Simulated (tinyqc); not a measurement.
Polar nitride quantum well with polarisation fields: sweeps and comparisons. A value that a table varies takes the place of the one given here.

Growth along [0001]. e_par = (a_sub - a)/a, Ppz = 2 e_par (e31 - e33 C13/C33), P = Psp + Ppz in each layer; strain relaxation and the strain shift of the gaps are left out, although thick layers with more than about 1 % mismatch would relax.

In a periodic stack without free charge the potential drop over a period vanishes: F_w = (P_b - P_w) Lb/(eps0 (eps_w Lb + eps_b Lw)), F_b = -F_w Lw/Lb, eps0 = 8.8541878e-12 F/m; 1 MV/cm = 1e8 V/m = 0.01 V/angstrom.

Envelope functions on cells of 0.25 angstrom over barrier, well, barrier (widths Lb, Lw, Lb), psi = 0 beyond, psi'/m continuous (mean mass between points), c = hbar^2/2m0. With u(z) the integral of e F (F_w in the well, F_b = -F_w Lw/Lb in the barriers, 1 MV/cm = 0.01 V/angstrom), zero at the centre of the well, the electron sees u plus Vc in the barriers and the hole -u plus Vv. The transition is Eg + E_e + E_h; excitons are left out.

Constants: hbar^2/2m0 = 3.80998211 eV angstrom^2; hc = 1239.841984 eV nm.

Parameters, chosen for this exercise (near those of an InGaN well in GaN; the results hold for these values, not for the real material):
- a_w = 3.228 angstrom (lattice constant a, well)
- a_b = 3.189 angstrom (lattice constant a, barrier)
- a_sub = 3.189 angstrom (in-plane lattice constant of the stack)
- Psp_w = -0.0316 C/m^2 (spontaneous polarisation)
- Psp_b = -0.0329 C/m^2 (spontaneous polarisation)
- e31_w = -0.359 C/m^2
- e31_b = -0.35 C/m^2
- e33_w = 0.67 C/m^2
- e33_b = 0.654 C/m^2
- C_w = 0.277 (C13/C33)
- C_b = 0.261 (C13/C33)
- eps_w = 10.7 (dielectric constant)
- eps_b = 10.4 (dielectric constant)
- Lb = 55 angstrom (barrier width)
- Eg = 3 eV (gap of the well)
- Vc = 0.299 eV (conduction offset)
- Vv = 0.141 eV (valence offset)
- me = 0.186 m0 (electron, well)
- meb = 0.2 m0 (electron, barrier)
- mh = 1.94 m0 (hole, everywhere)
- Ls = (10, 14, 20, 28, 38, 50) angstrom (well widths)
- Lw = 31 angstrom (well width)

## Width of the well

Field, levels and overlap anew for each width.

Results:
```
Lw (angstrom)  F_w (MV/cm)  E (eV)  E without field (eV)  overlap^2  ln overlap^2
10                  -1.297  3.2631                3.2804      0.664         -0.41
14                  -1.224  3.1933                3.2222      0.629         -0.46
20                  -1.128  3.1097                3.1609      0.485         -0.72
28                  -1.021  3.0248                3.1105      0.268         -1.32
38                  -0.913  2.9440                3.0744     0.0975         -2.33
50                  -0.810  2.8684                3.0502     0.0213         -3.85
```

The red shift grows from 17 to 182 meV. The line drops below Eg between 28 and 38 angstrom, which a square well can never do. Over the last two rows dE/dLw = -6.3 meV per angstrom, against -|e F_w| = -8.1 in the last row; the field itself weakens by 38 % over the table, since a wider well shares the drop with the barrier. The overlap falls by a factor 31.1.

## Screening the field

F_w = -0.9860 MV/cm

Carriers or a semipolar orientation reduce the field; here it is simply scaled in well and barrier.

Results:
```
share of the field  F_w (MV/cm)  E (eV)     nm  overlap^2  separation (angstrom)
1.0                      -0.986  2.9983  413.5       0.20                   17.6
0.8                      -0.789  3.0280  409.5       0.29                   15.7
0.6                      -0.592  3.0542  405.9       0.42                   13.4
0.4                      -0.394  3.0760  403.1       0.59                   10.4
0.2                      -0.197  3.0914  401.1       0.81                    6.1
0.0                       0.000  3.0973  400.3       0.94                    0.0
```

Full screening shifts the line by -13.2 nm (+99 meV). The first fifth of the screening gives 30 meV and the last fifth 6 meV; a purely quadratic shift would give a ratio of 9, a linear one 1, and here it is 5.0.

## What each parameter does

Polarisation, field, levels and overlap anew. Each row changes one parameter from the base and keeps the others.

Results:
```
case                    F_w (MV/cm)  E (eV)  overlap^2  red shift (meV)
base                         -0.986  2.9983       0.20               99
Lw = 27 angstrom             -1.033  3.0342       0.29               81
Lb = 80 angstrom             -1.109  2.9758       0.16              122
a_sub = 3.199 angstrom       -0.979  2.9995       0.21               98
Psp_b = -0.0362 C/m^2        -1.211  2.9611       0.14              136
e33_w = 0.737 C/m^2          -1.017  2.9934       0.19              104
eps_w = 11.8                 -0.925  3.0079       0.23               89
mh = 1.36 m0                 -0.986  3.0076       0.24               94
Vc = 0.254 eV                -0.986  2.9901       0.19              102
```

The largest shifts from the base row, up to three for each result and ties (the steps differ in size, so this ranks the rows, not the parameters). F_w (MV/cm): Psp_b -0.225, Lb -0.123, eps_w +0.061; unchanged at the printed digits by mh and Vc. E (eV): Psp_b -0.0372, Lw +0.0359, Lb -0.0225. overlap^2: Lw +0.0887, Psp_b -0.0674, Lb -0.0482. red shift (meV): Psp_b +37, Lb +23, Lw -18.

Program tinyqc; command `OMP_NUM_THREADS=1 python tinyqc.py 1252311 1252312 out.jsonl`; about 0.06 s on one thread of a shared Intel(R) Xeon(R) Processor @ 2.30GHz.
